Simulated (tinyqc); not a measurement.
Worked calculation: Gamma, L and X subbands of a thin body with non-parabolic valleys. Values are carried at full precision from step to step, so a last printed digit may differ when a step is redone from the rounded ones.

Hard walls, flat band, c = hbar^2/2m0, energies from the bulk Gamma edge. For a valley at angle theta to the normal 1/m_z = cos^2/ml + sin^2/mt and m_d = sqrt(ml mt^2/m_z). Subband n starts at E_v + e with e (1 + a e) = c (n pi/t)^2/m_z, and its density-of-states mass is taken as m_d (1 + 2 a e), without further growth at higher in-plane energy. Groups are named by valley and degeneracy.

Constants: hbar^2/2m0 = 3.80998211 eV angstrom^2; kB = 8.617333262e-05 eV/K.

Inputs chosen for the exercise (near those of a thin GaAs channel; not measured data):
```
symbol  value           unit         meaning
face    100                          surface
mG      0.0672          m0           Gamma mass
aG      0.57            1/eV         Gamma non-parabolicity
EL      0.282           eV           L edge above Gamma
mL      (1.936, 0.072)  m0           L valleys (four, along <111>): ml, mt
EX      0.428           eV           X edge above Gamma
mX      (1.264, 0.226)  m0           X valleys (three, along <100>): ml, mt
aS      0.36            1/eV         non-parabolicity of L and X
t       66              angstrom     body thickness
Ns      5               x 1e12/cm^2  sheet density
T       300             K            temperature
eot     12              angstrom     equivalent oxide thickness
```

## Valley groups

List degeneracy, edge, m_z, m_d and a.

Groups:
```
group  g  E_v (eV)     m_z     m_d  a (1/eV)
G1     1     0.000  0.0672  0.0672      0.57
L4     4     0.282  0.1060  0.3077      0.36
X1     1     0.428  1.2640  0.2260      0.36
X2     2     0.428  0.2260  0.5345      0.36
```

## Subband edges

n = 1 to 8 for each group; list the ten lowest.

Subbands:
```
subband  g  E (eV)  DOS mass
G1 n=1   1  0.1202    0.0764
L4 n=1   4  0.3612    0.3252
G1 n=2   1  0.4155    0.0990
X1 n=1   1  0.4348    0.2271
X1 n=2   1  0.4551    0.2304
X2 n=1   2  0.4657    0.5490
X1 n=3   1  0.4882    0.2358
X1 n=4   1  0.5333    0.2431
X2 n=2   2  0.5732    0.5904
L4 n=2   4  0.5765    0.3729
```

The lowest subband is G1 n=1, 241 meV below L4 n=1; in the bulk the lowest valley is Gamma.

## Filling and quantum capacitance

n_i = g m/(2 pi c) kB T ln(1 + exp((EF - E_i)/kB T)), sum n_i = Ns (1e12/cm^2 = 1e-4/angstrom^2), c = hbar^2/2m0. Quantum capacitance Cq = 1602.176634 sum g m/(2 pi c) f_i in microfarad/cm^2 with f_i = 1/(1 + exp((E_i - EF)/kB T)); Cox = 34.5313/eot (one gate); C/Cox = Cq/(Cq + Cox), the centroid term left out.

Over the ten listed subbands, named by valley (G, L, X), degeneracy and number.

EF = 0.2656 eV

n_i in the order of the list (1e12/cm^2): 4.642  0.344  0.003  0.004  0.002  0.005  0.000  0.000  0.000  0.000

Cq = 7.29 microfarad/cm^2
Cox = 2.878 microfarad/cm^2
C/Cox = 0.717

EF lies 145 meV above the lowest edge; Gamma holds 93 % of the electrons. The low density of states costs 28 % of the gate capacitance.

## Checks

- Cq against the slope dNs/dEF by finite differences, microfarad/cm^2: both 7.29.

Run: tinyqc, `OMP_NUM_THREADS=1 python tinyqc.py 1281121 1281122 out.jsonl`; Intel(R) Xeon(R) Processor @ 2.30GHz, one thread, shared host; about 0.05 s of CPU time with all checks.
